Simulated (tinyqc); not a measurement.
Static screening by free carriers: one step. Fermi and screening wave vectors. Four cases, with inputs chosen for the exercise.

Task: Also the effective Bohr radius aB = a0 eps/m and rs = (3/(4 pi n))^(1/3)/aB.

kF = (3 pi^2 n/Mv)^(1/3), EF = c kF^2/m with c = hbar^2/2m0, n in 1/angstrom^3 (1e-24 per 1/cm^3), e2 = e^2/(4 pi eps0). Thomas-Fermi: qTF^2 = 6 pi e2 n/(eps EF). Debye: qD^2 = 4 pi e2 n/(eps kB T).

Constants: hbar^2/2m0 = 3.80998211 eV angstrom^2; e^2/(4 pi eps0) = 14.39964547 eV angstrom; kB = 8.617333262e-05 eV/K; a0 (Bohr radius) = 0.5291772105 angstrom.

Case 1.

Values chosen (a free-electron density near that of Ag; the results hold for these values, not for the real material): n = 5.94e+22 1/cm^3 (carrier density); m = 1 m0 (mass of one isotropic valley); Mv = 1 (valleys); eps = 1 (background dielectric constant); T = 300 K.

Case 2.

Values chosen (a free-electron density near that of Ag; the results hold for these values, not for the real material): n = 5.7e+22 1/cm^3 (carrier density); m = 1 m0 (mass of one isotropic valley); Mv = 1 (valleys); eps = 1 (background dielectric constant); T = 300 K.

Case 3.

Values chosen (near those of InAs; the results hold for these values, not for the real material): n = 2.3e+16 1/cm^3 (carrier density); m = 0.0275 m0 (mass of one isotropic valley); Mv = 1 (valleys); eps = 15.4 (background dielectric constant); T = 300 K.

Case 4.

Values chosen (a free-electron density near that of Al; the results hold for these values, not for the real material): n = 1.84e+23 1/cm^3 (carrier density); m = 1 m0 (mass of one isotropic valley); Mv = 1 (valleys); eps = 1 (background dielectric constant); T = 300 K.

Give: kF; EF at 0 K; EF/kT; qTF; qD; aB; rs.

Result:

Case 1.

kF = 1.2071 1/angstrom
EF at 0 K = 5551 meV
EF/kT = 215
qTF = 1.7042 1/angstrom
qD = 20.390 1/angstrom
aB = 0.5292 angstrom
rs = 3.00

The gas is degenerate, so the Thomas-Fermi value applies. With rs above 1 exchange and correlation, left out here, are not small.

Case 2.

kF = 1.1906 1/angstrom
EF at 0 K = 5401 meV
EF/kT = 209
qTF = 1.6925 1/angstrom
qD = 19.974 1/angstrom
aB = 0.5292 angstrom
rs = 3.05

The gas is degenerate, so the Thomas-Fermi value applies. With rs above 1 exchange and correlation, left out here, are not small.

Case 3.

kF = 0.0087980 1/angstrom
EF at 0 K = 10.72 meV
EF/kT = 0.415
qTF = 0.0061483 1/angstrom
qD = 0.0032332 1/angstrom
aB = 296.3 angstrom
rs = 0.736

The gas is not degenerate, so the Debye value applies.

Case 4.

kF = 1.7596 1/angstrom
EF at 0 K = 1.180e+04 meV
EF/kT = 456
qTF = 2.0576 1/angstrom
qD = 35.887 1/angstrom
aB = 0.5292 angstrom
rs = 2.06

The gas is degenerate, so the Thomas-Fermi value applies. With rs above 1 exchange and correlation, left out here, are not small.

Computed by tinyqc, one run a case: `OMP_NUM_THREADS=1 python tinyqc.py N N+1 out.jsonl` with N = 1680252, 1680513, 1680531, 1680660; one thread of a shared Intel(R) Xeon(R) Processor @ 2.30GHz, about 0.01 s a run at most.
